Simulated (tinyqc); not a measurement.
Inside a calculation: exciton in a hard-walled quantum well (variational). Values are carried at full precision from step to step, so a last printed digit may differ when a step is redone from the rounded ones.

Constants: Ry = 13.60569312 eV; a0 (Bohr radius) = 0.5291772105 angstrom; hbar^2/2m0 = 3.80998211 eV angstrom^2; e^2/(4 pi eps0) = 14.39964547 eV angstrom.

Inputs chosen for the exercise (near those of InGaAs; shifted at random, so the results belong to these values and not to a real crystal): me = 0.04 m0 (electron mass); mh = 0.1 m0 (hole mass); eps = 13.9 (dielectric constant); Eg = 0.797 eV (gap); L = 283 angstrom (well width); lams = (116, 163, 197, 232, 279, 348, 465) angstrom (trial lengths).

## Exciton units

1/mu = 1/me + 1/mh, Ry* = Ry mu/eps^2, a* = a0 eps/mu.

mu = 0.02857 m0
Ry* = 2.012 meV
a* = 257.44 angstrom

## Hydrogen-like series

Binding Ry*/n^2 in three dimensions and Ry*/(n - 1/2)^2 in two; strengths relative to n = 1 go as 1/n^3 and (1/2)^3/(n - 1/2)^3. Lines at Eg less the binding.

Series:
```
n  3D binding (meV)  3D line (eV)  3D strength  2D binding (meV)  2D line (eV)  2D strength
1              2.01        0.7950       1.0000              8.05        0.7890       1.0000
2              0.50        0.7965       0.1250              0.89        0.7961       0.0370
3              0.22        0.7968       0.0370              0.32        0.7967       0.0080
4              0.13        0.7969       0.0156              0.16        0.7968       0.0029
```

## The form factor

Electron and hole in the lowest states cos(pi z/L) of a hard-walled well; relative motion in the plane exp(-rho/lam). E(lam) = c/(mu lam^2) - (q/eps) <1/r>, <1/r> = integral over k from 0 to infinity of F(kL) (1 + (k lam/2)^2)^(-3/2), F(x) = [3x + 8 pi^2/x - 32 pi^4 (1 - exp(-x))/(x^2 (x^2 + 4 pi^2))]/(x^2 + 4 pi^2); c = hbar^2/2m0, q = e^2/(4 pi eps0). E is counted from the subband edge.

F at k = 0.5/a*, 1/a*, 2/a*, 4/a* and 8/a*.

Form factor:
```
k a*     k L       F
0.5   0.5496  0.8956
1.0   1.0993  0.8072
2.0   2.1985  0.6673
4.0   4.3971  0.4836
8.0   8.7941  0.2998
```

## Scan over the trial length

Evaluate the integral numerically for each lam.

Scan:
```
lam (angstrom)  <1/r> (1/angstrom)  kinetic (meV)  Coulomb (meV)  E (meV)
116                        0.01025          9.910        -10.615   -0.705
163                        0.00812          5.019         -8.413   -3.394
197                        0.00708          3.436         -7.334   -3.898
232                        0.00626          2.478         -6.487   -4.010
279                        0.00543          1.713         -5.623   -3.910
348                        0.00455          1.101         -4.710   -3.609
465                        0.00357          0.617         -3.700   -3.084
```

## The minimum

Minimise E over lam.

lam = 232.3 angstrom
binding energy = 4.01 meV
in Ry* = 1.993
lam/a* = 0.902

The strict two-dimensional limit is 4 Ry* with lam = a*/2; L/a* = 1.10 here.

## Checks

- Binding of a very thin well (L = a*/5000) against 4 Ry*, meV: both 8.0.
- F(3) from a double integral on a grid against the closed form: both 0.5885.

(tinyqc, `OMP_NUM_THREADS=1 python tinyqc.py 1280619 1280620 out.jsonl`, Intel(R) Xeon(R) Processor @ 2.30GHz, 1 thread, shared host, about 0.02 s.)
